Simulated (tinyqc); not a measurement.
Stretching all distances: RHF, UHF, MP2, CISD and CCSD against full CI in the sto-3g basis, for BeH+, spin multiplicity 1. Computed by the program tinyqc with PySCF. All coordinates are multiplied by the scale. c0^2 is the weight of the RHF determinant in the lowest singlet FCI state (UHF is spin-contaminated and may lie near states of higher spin) and n(LUMO) the first natural occupation beyond the occupied space.

Geometry (angstrom):
```
atom       x       y       z
Be    0.0000  0.0000  0.0000
H     0.0000  0.0000  1.2580
```

Full CI energy (hartree) and errors against it (kcal/mol):
```
scale  distance 1-2 (angstrom)     E(FCI)     RHF     UHF     MP2   CISD   CCSD  <S^2> UHF   c0^2  n(LUMO)
0.860                    1.082  -14.65002  10.022  10.022   3.025  0.007  0.006      0.000  0.986    0.017
1.110                    1.396  -14.68555  14.245  14.245   4.924  0.012  0.010      0.000  0.974    0.037
1.360                    1.711  -14.66245  21.891  21.298   8.581  0.023  0.019      0.194  0.946    0.088
1.620                    2.038  -14.62778  33.474  17.624  14.224  0.041  0.033      0.696  0.891    0.190
1.870                    2.352  -14.60054  46.663  10.841  20.376  0.065  0.048      0.858  0.814    0.329
2.120                    2.667  -14.58268  60.007   5.741  26.007  0.091  0.061      0.934  0.717    0.488
2.380                    2.994  -14.57252  72.582   2.630  30.327  0.116  0.071      0.973  0.610    0.647
2.630                    3.309  -14.56793  82.505   1.185  32.303  0.135  0.078      0.989  0.520    0.772
2.880                    3.623  -14.56597  89.985   0.575  31.935  0.148  0.082      0.996  0.454    0.860
```

What does the comparison show, and why?

UHF parts from RHF first at scale 1.36 of those listed, where <S^2> leaves zero. The weight c0^2 goes from 0.99 to 0.45 and n(LUMO) from 0.02 to 0.86: static correlation grows as the bonds break into open-shell fragments. The spread of the error along the curve, which distorts its shape, is CCSD 0.1, CISD 0.1, UHF 20.7, MP2 29.3, RHF 80.0 kcal/mol.
